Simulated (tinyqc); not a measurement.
Inside a calculation. Method: G0W0 on RHF in the sto-3g basis, for H3+, spin multiplicity 1. One step of it, computed by the program tinyqc.

Problem. G0W0 on Hartree-Fock: HOMO. W(p,q,m) = sqrt2 sum_ia (pq|ia) (X+Y)_ia,m; Sigma_c(x) = sum_(i,m) W^2/(x - e_i + w_m) + sum_(a,m) W^2/(x - e_a - w_m); solve x = e_p + Sigma_c(x) by Newton steps; Z = 1/(1 - dSigma/dx); 1 hartree = 27.211386 eV.

orbital energies (hartree): MO1 -0.976075, MO2 -0.210049, MO3 -0.047069

Two-electron integrals over orbitals (pq|rs), unique and non-zero (hartree):
```
(11|11) 0.538945    (21|11) -0.015627   (21|21) 0.144468    (22|11) 0.507973
(22|21) 0.060954    (22|22) 0.606186    (31|11) 0.023527    (31|21) 0.001190
(31|22) -0.073765   (31|31) 0.147694    (32|11) 0.001950    (32|21) -0.095017
(32|22) -0.016804   (32|31) -0.052293   (32|32) 0.089614    (33|11) 0.542407
(33|21) -0.064610   (33|22) 0.459792    (33|31) 0.082566    (33|32) 0.015703
(33|33) 0.617384
```

excitation energies w (hartree): 1.014604  1.188247

X + Y:
```
             1         2
1>2   0.868860  0.008426
1>3  -0.010042  0.884162
```

Give: The 12 largest terms at x = e_p; Newton steps; quasiparticle energy of the HOMO; Hartree-Fock value.

Solution.

The 12 largest terms at x = e_p (hartree; W for the signs of X + Y given):
```
q  m          W       term
2  1      0.177     -0.018
3  2      0.185     -0.016
1  2      0.029   7.19e-04
1  1     -0.020   3.76e-04
2  2   3.21e-03  -5.27e-06
3  1  -6.36e-04  -2.08e-07
```

Newton steps (hartree):
```
step       x  Sigma_c(x)      Z
0     -0.976      -0.033  0.982
1     -1.008      -0.032  0.982
2     -1.008      -0.032  0.982
```

quasiparticle energy of the HOMO = -27.435 eV

Hartree-Fock value = -26.560 eV
